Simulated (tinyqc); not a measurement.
# A and C from the efficiency peak

Problem. ABC model of an LED: J = q da (A n + Ba n^2 + Ca n^3), IQE = Ba n^2/(A n + Ba n^2 + Ca n^3), differential lifetime 1/(A + 2 Ba n + 3 Ca n^2). The peak lies at n = sqrt(A/Ca). Given Ba, find n at the peak, A and Ca.

Parameters, values chosen for the exercise:
- Ba = 1.2e-10 cm^3/s (radiative coefficient of the active layer)
- da = 29 nm (thickness of the active layer)

Constants: q = 1.602176634e-19 C. Results are converted to the units shown.

peak IQE = 94.503093 %
J at the peak = 85.446624 A/cm^2

Answer. IQE J = q da Ba n^2 gives n. At the peak A n = Ca n^3, each being half of the non-radiative rate Ba n^2 (1/IQE - 1).

n at the peak = 1.20e18 cm^-3
A = 4.20e6 1/s
Ca = 2.90e-30 cm^6/s

tinyqc, about 0.01 s, one thread, Intel Xeon 2.30GHz (shared host): `OMP_NUM_THREADS=1 python tinyqc.py 2300141 2300142 out.jsonl`
